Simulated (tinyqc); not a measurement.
What moves the results: static screening by free carriers. A value that a table varies takes the place of the one given here.

kF = (3 pi^2 n/Mv)^(1/3), EF = c kF^2/m with c = hbar^2/2m0, n in 1/angstrom^3 (1e-24 per 1/cm^3), e2 = e^2/(4 pi eps0). Thomas-Fermi: qTF^2 = 6 pi e2 n/(eps EF). Debye: qD^2 = 4 pi e2 n/(eps kB T).

F_j(eta) = (1/Gamma(j + 1)) integral_0^infinity x^j dx/(1 + exp(x - eta)), which tends to exp(eta) for eta << 0.

At finite T: qs^2 = qD^2 F_-1/2(eta)/F_1/2(eta), where n = Mv N F_1/2(eta) and N = 2 (m kB T/(4 pi c))^(3/2) with c = hbar^2/2m0, in 1/angstrom^3; times 1e24 for 1/cm^3.

Donor in the screened potential -(e2/eps) exp(-qs r)/r with the trial function exp(-r/a): E(a) = c/(m a^2) - (e2/eps) 4/(a (2 + qs a)^2), e2 = e^2/(4 pi eps0), c = hbar^2/2m0; isotropic mass.

Lindhard at zero temperature: eps(q)/eps = 1 + (qTF/q)^2 L(x), x = q/(2 kF), L(x) = 1/2 + ((1 - x^2)/(4x)) ln|(1 + x)/(1 - x)|.

Constants: hbar^2/2m0 = 3.80998211 eV angstrom^2; e^2/(4 pi eps0) = 14.39964547 eV angstrom; kB = 8.617333262e-05 eV/K; a0 (Bohr radius) = 0.5291772105 angstrom.

Inputs chosen for the exercise (near those of SiC; not measured data): m = 0.3917 m0 (mass of one isotropic valley); Mv = 3 (valleys); eps = 9.86 (background dielectric constant); T = 300 K; n = 3.3e+18 1/cm^3 (carrier density).

## Screening unbinds the donor

All carriers n are taken as free and screen with qs(T); E(a) is minimised over a; a dash marks no bound state. aB = a0 eps/m.

Donor level:
```
n (1/cm^3)  n^(1/3) aB  qs aB  E (meV)   a/aB
3.0e+15          0.019  0.019   -52.72  1.000
3.0e+16          0.041  0.061   -48.38  1.003
1.0e+17          0.062  0.112   -43.49  1.008
4.0e+17          0.098  0.224   -33.92  1.031
1.0e+18          0.133  0.352   -24.71  1.072
3.0e+18          0.192  0.598   -11.42  1.211
7.0e+18          0.255  0.882    -2.14  1.582
2.0e+19          0.362  1.355        -      -
```

aB = 13.3 angstrom

The level rises from -52.72 meV at the lowest density to -2.14 meV at 7e+18 1/cm^3, against -54.82 meV unscreened. The trial function finds no bound state from 2e+19 1/cm^3 on, where qs aB = 1.36 and n^(1/3) aB = 0.36. This trial function loses binding at qs aB = 1 and the exact Yukawa problem at 1.19; the Mott rule of thumb is n^(1/3) aB = 0.26.

## From Debye to Thomas-Fermi

Screening lengths (angstrom):
```
n (1/cm^3)    eta  Debye  Thomas-Fermi  finite T
6.0e+16     -5.73  153.2         20.38     153.3
4.0e+17     -3.82  59.34         14.85     59.57
2.0e+18     -2.18  26.54         11.36     27.04
7.0e+18     -0.84  14.19         9.219     15.10
3.0e+19      1.05  6.852         7.233     8.532
9.0e+19      3.21  3.956         6.023     6.295
4.0e+20      9.31  1.877         4.697     4.720
1.0e+21     17.26  1.187         4.032     4.038
```

Debye is within 5 % of the finite-T length up to 2e+18 1/cm^3 of the densities listed and Thomas-Fermi from 9e+19 on. The length goes as n^-0.50 at the low end and n^-0.17 at the high end, against the limits -1/2 and -1/6. Both limits give too short a length.

## Static response in three, two and one dimensions

kF = 0.0319353 1/angstrom
qTF = 0.0956950 1/angstrom

x = q/(2 kF). Response over its long-wave value: L3 as above; L2 = 1 for x <= 1 and 1 - sqrt(1 - 1/x^2) beyond; L1 = ln|(1 + x)/(1 - x)|/(2x).

Response:
```
x         L3     L2     L1  eps(q)/eps, Lindhard 3D  Thomas-Fermi
0.100  0.997  1.000  1.003                    224.7         225.5
0.301  0.969  1.000  1.032                    25.01         25.78
0.502  0.911  1.000  1.100                    9.117         9.908
0.702  0.815  1.000  1.241                    4.711         5.555
0.903  0.652  1.000  1.648                    2.795         3.753
0.983  0.541  1.000  2.421                    2.256         3.323
1.023  0.449  0.789  2.188                    1.963         3.145
1.104  0.351  0.576  1.362                    1.646         2.842
1.304  0.228  0.358  0.777                    1.301         2.320
1.605  0.142  0.218  0.455                    1.123         1.871
2.207  0.072  0.109  0.221                    1.033         1.461
```

Next to x = 1 the table has L3 = 0.541 and 0.449, L2 = 1.000 and 0.789, L1 = 2.421 and 2.188: an infinite slope in 3D, a kink in 2D and a logarithmic peak in 1D, where the whole Fermi surface is joined by 2 kF. These features give Friedel oscillations of period pi/kF = 98.4 angstrom at zero temperature; they wash out once kT nears EF, so this table, for T = 0, describes the gas only where EF is well above kT. Thomas-Fermi overstates eps(q) by 8.7 % at x = 0.502 and by 66.6 % at x = 1.605.

## What sets the screening length

All results formed anew. Each row changes one parameter from the base and keeps the others.

Results:
```
case                Debye (angstrom)  Thomas-Fermi (angstrom)  finite T (angstrom)
base                           20.66                    10.45                21.30
n = 6.6e+18 1/cm^3             14.61                    9.310                15.50
m = 0.5092 m0                  20.66                    9.165                21.10
eps = 11.832                   22.63                    11.45                23.33
T = 360 K                      22.63                    10.45                23.17
Mv = 4                         20.66                    9.494                21.14
```

The largest shifts from the base row, up to three for each result and ties (the steps differ in size, so this ranks the rows, not the parameters). Debye (angstrom): n -6.05, eps +1.97, T +1.97; unchanged at the printed digits by m and Mv. Thomas-Fermi (angstrom): m -1.28, n -1.14, eps +0.997; unchanged at the printed digits by T. finite T (angstrom): n -5.80, eps +2.03, T +1.87.

(tinyqc, `OMP_NUM_THREADS=1 python tinyqc.py 1650052 1650053 out.jsonl`, Intel(R) Xeon(R) Processor @ 2.30GHz, 1 thread, shared host, about 0.01 s.)
